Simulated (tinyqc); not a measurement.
# Gate-all-around wire, scale length and short-channel effects: effects of single changes

A round wire of diameter ts in an insulator shell of thickness ti under a surrounding gate. Below threshold the potential that source and drain add obeys Laplace's equation and vanishes on the gate. Its lowest mode decays along the channel as exp(-k y); k is the smallest positive root of the matching condition at the interface, and the scale length is Lambda = pi/k.

Parameters, values chosen for the exercise; permittivities: semiconductor close to that of indium arsenide, insulator close to that of hafnium oxide: temperature T = 250 K; relative permittivity of the semiconductor eps_r = 15.4; relative permittivity of the insulator ei = 21; wire diameter ts = 12 nm; channel length L = 71 nm; potential of the source Vbi = 1.02 V; potential of the barrier top at threshold sT = 0.45 V; drain voltage Vds = 0.6 V.

Constants: q = 1.602176634e-19 C, kB = 1.380649e-23 J/K, Vt = kB T/q. Results are converted to the units shown.

Each table varies one quantity; the others keep the values above.

## Effect of the insulator thickness

k is the smallest positive root of f(k) = ei J0(u)[J1(u) Y0(v) - Y1(u) J0(v)] - eps_r J1(u)[J0(u) Y0(v) - Y0(u) J0(v)], u = k ts/2, v = u + k ti. Along the channel psi(y) = s + a exp(y/l) + b exp(-y/l) with psi(0) = Vbi, psi(L) = Vbi + Vds and l = 1/k = Lambda/pi; with A = Vbi - s, B = A + Vds, x = exp(-L/l): a = (B - A x) x/(1 - x^2), b = (A - B x)/(1 - x^2). The minimum is s + 2 sqrt(a b), at y = (l/2) ln(b/a). The long-channel potential follows the gate as s = sT + (Vg - VTL)/m, and the threshold VT is the gate voltage at which the minimum equals sT. Swing = m Vt ln 10/g at threshold, g = d(minimum)/ds = 1 - (b x + a)/((1 + x) sqrt(a b)). DIBL = [VT(0.05 V) - VT(Vds)]/(Vds - 0.05 V). sT and Vbi are held fixed; m = 1.

Effect of the insulator thickness:
```
ti (nm)  Lambda (nm)  L/Lambda  VT - VTL at Vds (mV)  DIBL (mV/V)  swing (mV/decade)
4              12.05     5.890               -0.1566      0.07746              49.62
5.2            13.53     5.247               -0.4306       0.2130              49.63
6.7            15.46     4.593                -1.203       0.5954              49.68
8.8            18.23     3.896                -3.611        1.787              49.84
11             21.16     3.355                -8.487        4.206              50.15
15             26.51     2.678                -25.10        12.48              51.22
19             31.84     2.230                -52.50        26.22              52.98
```

As ti goes from 4 to 19 nm, Lambda rises from 12.1 to 31.8 nm, DIBL rises from 0.0775 to 26.2 mV/V and the swing rises from 49.6 to 53.0 mV a decade. On average Lambda goes as ti^(0.62).

## A higher permittivity at fixed equivalent oxide thickness

Same model as above.

The equivalent oxide thickness 3.9 ti/ei is held at 2.2 nm, so ti = 2.2 ei/3.9 nm.

A higher permittivity at fixed equivalent oxide thickness:
```
ei   ti (nm)  Lambda (nm)  L/Lambda  DIBL (mV/V)  swing (mV/decade)
3.9    2.200        16.66     4.262        1.003              49.74
5      2.821        16.62     4.273       0.9855              49.73
7.5    4.231        16.76     4.237        1.043              49.74
10     5.641        17.22     4.124        1.247              49.77
15     8.462        19.00     3.737        2.297              49.91
20     11.28        21.68     3.275        4.782              50.23
25     14.10        24.89     2.853        9.406              50.83
35     19.74        31.97     2.221        26.61              53.03
```

What does the comparison show?

As ei goes from 3.9 to 35, Lambda goes from 16.7 through a minimum of 16.6 (at ei = 5 among the rows listed) to 32.0 nm, DIBL goes from 1.00 through a minimum of 0.985 (at ei = 5 among the rows listed) to 26.6 mV/V and the swing rises from 49.7 to 53.0 mV a decade.

tinyqc, about 0.01 s, one thread, Intel Xeon 2.30GHz (shared host): `OMP_NUM_THREADS=1 python tinyqc.py 2420115 2420116 out.jsonl`
